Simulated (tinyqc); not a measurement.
# Collinear exchange A + BC -> AB + C on a London-Eyring-Polanyi-Sato surface: saddle, string of images and rate, step by step

A worked calculation. Computed by tinyqc, a small Python program that keeps every step. Command: `OMP_NUM_THREADS=1 python tinyqc.py 3113538 3113539 out.jsonl leps walk`. One thread of a shared host (Intel(R) Xeon(R) Processor @ 2.30GHz), about 0.6 s of CPU time with the checks. Intermediate numbers are printed to about 7 digits and carried at full precision; extremes and crossings named in words are read from the listed rows.

x = r(AB), y = r(BC), r(AC) = x + y. V is counted from separated atoms, the barrier from A + BC, that is V + D(BC).

Inputs (values chosen for the exercise, bond data loosely for abstraction of hydrogen from a Ge-H bond by a hydrogen atom; the barrier is not fitted):

| quantity | value | unit |
|---|---|---|
| D(AB) | 4.8 | eV |
| r0(AB) | 0.742 | angstrom |
| beta(AB) | 1.94 | 1/angstrom |
| D(BC) | 3.61 | eV |
| r0(BC) | 1.53 | angstrom |
| beta(BC) | 1.45 | 1/angstrom |
| D(AC) | 3.62 | eV |
| r0(AC) | 1.53 | angstrom |
| beta(AC) | 1.45 | 1/angstrom |
| Sato parameter S | 0.11 | - |
| step of the string | 0.2 | angstrom^2/eV |

## One point of the surface

For each pair, with u = exp(-beta (r - r0)): Q = D [(3 + S) u^2 - (2 + 6 S) u]/(4 (1 + S)), J = D [(1 + 3 S) u^2 - (6 + 2 S) u]/(4 (1 + S)); V = Q1 + Q2 + Q3 - sqrt(((J1 - J2)^2 + (J2 - J3)^2 + (J3 - J1)^2)/2). Take x = r0(AB) + 0.3 and y = r0(BC) + 0.1 angstrom.

Pair terms:

| pair | u | Q (eV) | J (eV) |
|---|---|---|---|
| AB | 0.5587797 | -0.5570853 | -3.308473 |
| BC | 0.8650223 | 0.0212538 | -3.565483 |
| AC | 0.1909202 | -0.3216309 | -0.928680 |

V = -3.375616 eV

## Relaxing the string

String of 9 images between the fixed ends (r0(AB) + 2, r0(BC)) and (r0(AB), r0(BC) + 2), started on the two straight legs through (r0(AB) + 0.3, r0(BC) + 0.3): each iteration moves the inner images by -step x gradient (central differences) and spaces them evenly again along the broken line (coordinates are kept between 0.2 and 8 angstrom); stop when no coordinate changes by more than 1e-5 angstrom, at most 400 iterations.

Course:

| iteration | highest inner image above A + BC (eV) | largest move (angstrom) |
|---|---|---|
| 1 | 13.11156 | 0.664228 |
| 2 | 3.05981 | 7.772228 |
| 3 | 3.06218 | 3.923328 |
| 4 | 2.97213 | 0.522784 |
| 5 | 2.87265 | 0.505824 |
| 6 | 2.71459 | 0.507834 |
| 7 | 2.52989 | 0.833168 |
| ... | ... | ... |
| 394 | 2.33415 | 0.504148 |
| 395 | 2.06012 | 0.529739 |
| 396 | 1.78274 | 0.680451 |
| 397 | 1.23845 | 0.807330 |
| 398 | 0.33110 | 0.674819 |
| 399 | 10.11388 | 0.865339 |
| 400 | 3.03665 | 6.733754 |

Images at the end:

| image | x (angstrom) | y (angstrom) | V + D(BC) (eV) |
|---|---|---|---|
| 0 | 2.742000 | 1.530000 | 0.018575 |
| 1 | 3.230575 | 1.608933 | 0.049427 |
| 2 | 3.150991 | 1.770433 | 0.320248 |
| 3 | 7.316565 | 2.076851 | 1.082066 |
| 4 | 8.000000 | 2.383270 | 1.818861 |
| 5 | 8.000000 | 2.682763 | 2.380445 |
| 6 | 8.000000 | 2.965175 | 2.765140 |
| 7 | 4.909271 | 3.247588 | 3.036653 |
| 8 | 0.742000 | 3.530000 | -1.158651 |

last move = 6.733754 angstrom

Not converged in 400 iterations: the residual wanders without falling. The step exceeds 2/k = 0.055 angstrom^2/eV for the stiffer bond (k = 2 D beta^2), the limit of plain descent.

Reruns converge with step of the string = 0.01; or with step of the string = 0.02.

Checks made by the program: V for A far away against -D(BC) (relative difference below 1e-10).
